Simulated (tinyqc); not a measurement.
Convergence with the plane-wave basis: k.p theory built from an empirical-pseudopotential calculation at Gamma.

Empirical pseudopotential on the fcc lattice, atoms at +/- tau, tau = a (1,1,1)/8, no spin-orbit coupling. H(G,G') = c (2 pi/a)^2 |k + G|^2 delta + VS(q) cos(q.tau) + i VA(q) sin(q.tau), q = G - G', c = hbar^2/2m0; k and G in units of 2 pi/a; VS at |q|^2 = 3, 8, 11 and VA at 3, 4, 11, in rydberg, zero elsewhere. The basis holds all G with |G|^2 up to a cut-off. Energies are counted from the fourth level at Gamma.

For a multiplet A of d_A states, W(B) = (4 c/(3 d_A)) sum over n in A, m in B and i = x, y, z of |<n|G_i|m>|^2 (G in 1/angstrom, <n|G_i|m> = sum_G c_n(G)* G_i c_m(G)); the mean inverse mass of A is 1 + sum_B W(B)/(E_A - E_B). Multiplets with W = 0 are left out.

Valence parameters: D(u) = c + 4 c^2 sum_m <n|u.G|m><m|u.G|n'>/(0 - E_m) on the valence triplet, in units of c, has eigenvalues L, M, M along [100] and (L + 2M + 2N)/3, (L + 2M - N)/3 twice along [111]; g1 = -(L + 2M)/3, g2 = -(L - M)/6, g3 = -N/6.

Constants: hbar^2/2m0 = 3.80998211 eV angstrom^2; Ry = 13.60569312 eV.

Inputs chosen for the exercise (out of a larger set: near those of Ge; not measured data): a = 5.67 angstrom (lattice constant); VS = (-0.236, 0.011, 0.061) Ry (symmetric form factors); VA = (0, 0, 0) Ry (antisymmetric form factors).

E_s is the lowest empty singlet, Ep its W to the valence triplet, m its mass.

Results:

| cut-off | plane waves | E_s (eV) | Ep (eV) | m (m0) | g1 | g2 | g3 |
|---|---|---|---|---|---|---|---|
| 8 | 27 | 1.092 | 19.99 | 0.0519 | 8.25 | 2.64 | 3.57 |
| 11 | 51 | 1.272 | 19.96 | 0.0600 | 7.30 | 2.30 | 3.07 |
| 12 | 59 | 1.300 | 19.96 | 0.0613 | 7.29 | 2.22 | 3.04 |
| 16 | 65 | 1.300 | 19.96 | 0.0613 | 7.30 | 2.21 | 3.04 |
| 19 | 89 | 1.291 | 19.97 | 0.0609 | 7.33 | 2.24 | 3.06 |
| 20 | 113 | 1.278 | 19.98 | 0.0603 | 7.38 | 2.26 | 3.09 |
| 24 | 137 | 1.278 | 19.99 | 0.0603 | 7.38 | 2.26 | 3.09 |

What can be read from this table?

Against the last row, E_s errs most, by -0.186 eV, at cut-off 8, and by 0.000 eV in the last row but one. Ep varies by 0.2 % over the table and m by 15.6 %: the mass, near E_s/Ep, inherits the errors of both. Local form factors fix the converged values only roughly. The gap is a difference of two levels, so it need not converge steadily, and here it does not.

Program tinyqc; command `OMP_NUM_THREADS=1 python tinyqc.py 1080175 1080176 out.jsonl`; about 0.4 s on one thread of a shared Intel(R) Xeon(R) Processor @ 2.30GHz.
